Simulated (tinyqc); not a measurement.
AlGaN/GaN HEMT with access regions, lumped model: course of the iteration: drain current.

A polarisation-induced electron sheet under a Schottky gate, in series with two ungated access regions and contacts. Drift law v = mu E/(1 + mu E/vs) under the gate. Currents in mA/mm, resistances in ohm mm. No self-heating, no channel-length modulation; fits for polarisation, barrier and offset are chosen for the exercise.

Access resistance R(L, n) = L/(q mu n sqrt(1 - (I/(q n vs))^2)); Rs = Rc + R(Ls, n0), Rd = Rc + R(Ld, (1 - ft) n0). Vg' = Vg - I Rs, Vd' = Vd - I (Rs + Rd); with u = Vg' - VT, Vc = vs Lg/mu and w the smaller of Vd' and Vc [sqrt(1 + 2 u/Vc) - 1] (0 if negative), the channel gives (mu Cb/Lg)(u w - w^2/2)/(1 + w/Vc). I(new) is that channel current.

Stop when I changes by less than 1e-6 mA/mm, or after 60 iterations. I must stay below q (1 - ft) n0 vs.

Inputs (values chosen for the exercise); values close to those of AlGaN/GaN structures:
```
symbol  value        unit                                               meaning
mu       1900  cm^2/(V s)                                      channel mobility
vs      1.4e7        cm/s                                   saturation velocity
Lg          1          um                                           gate length
Ls        0.5          um                                  source access length
Ld          4          um                                   drain access length
Rc       0.59      ohm mm                            resistance of each contact
ft          0              share of the drain-access electrons removed by traps
Vg          0           V                                          gate voltage
Vd          1           V                                         drain voltage
```

Constants: q = 1.602176634e-19 C. Results are converted to the units shown.

I at the start = 240 mA/mm
VT = -5.04813 V
Cb = 0.274480 uF/cm^2
n0 = 8.64830e12 cm^-2

Course of the iteration:

| iteration | I (mA/mm) | \|change\| (mA/mm) |
|---|---|---|
| 1 | 527.754 | 288 |
| 2 | 0 | 528 |
| 3 | 1006.26 | 1010 |
| 4 | 0 | 1010 |
| 5 | 1006.26 | 1010 |
| 6 | 0 | 1010 |
| 7 | 1006.26 | 1010 |
| 8 | 0 | 1010 |
| 9 | 1006.26 | 1010 |
| ... | ... | ... |
| 52 | 0 | 1010 |
| 53 | 1006.26 | 1010 |
| 54 | 0 | 1010 |
| 55 | 1006.26 | 1010 |
| 56 | 0 | 1010 |
| 57 | 1006.26 | 1010 |
| 58 | 0 | 1010 |
| 59 | 1006.26 | 1010 |
| 60 | 0 | 1010 |

Did this iteration meet its convergence test, and what does its course show?

No. Not converged within 60 iterations. The value swings between 0 and 1006 for good. At the solution, 294.9 mA/mm, the slope of the channel current against I is -5.09, beyond -1, so plain substitution overshoots. A rerun with the update damped to 0.2 converges in 12 iterations.

Program tinyqc, `OMP_NUM_THREADS=1 python tinyqc.py 2570016 2570017 out.jsonl`; Intel Xeon 2.30GHz, shared host, one thread, about 0.02 s.
